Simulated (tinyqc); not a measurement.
A ladder of methods, and size consistency: correlation methods against full CI in the sto-6g basis, for BeH2, spin multiplicity 1. Computed by the program tinyqc with PySCF. 

Geometry (angstrom):

| atom | x | y | z |
|---|---|---|---|
| Be | 0.0000 | 0.0000 | 0.0000 |
| H | 0.0000 | 1.3100 | 0.0570 |
| H | 0.0000 | -1.3100 | 0.0570 |

RHF energy of one = -15.725177 hartree

All electrons correlated; +Q is the Davidson correction (1 - c0^2) E_corr. The last columns treat two copies 100 angstrom apart as one system. FCI is the lowest singlet.

Correlation energies (hartree):

| method | E_corr of one | share of FCI (%) | E_corr of two at 100 angstrom | two minus twice one (mhartree) |
|---|---|---|---|---|
| MP2 | -0.022944 | 66.7348 | -0.045888 | 0.0000 |
| CISD | -0.033663 | 97.9122 | -0.065727 | 1.5989 |
| CISD+Q | -0.034504 | 100.3577 | -0.068770 | 0.2377 |
| CCSD | -0.034009 | 98.9187 | -0.068018 | 0.0000 |
| CCSD(T) | -0.034208 | 99.4960 | -0.068415 | 0.0000 |
| FCI | -0.034381 | 100.0000 | - | - |

MP2 recovers 67 %, CISD 97.9 % and CCSD 98.9 % of the FCI value (c0^2 = 0.975 in CISD). MP2 and coupled cluster are size consistent, so their last column vanishes; CISD loses 1.60 mhartree, since a double excitation on each copy is a quadruple of the pair, and the Davidson correction leaves +0.24.
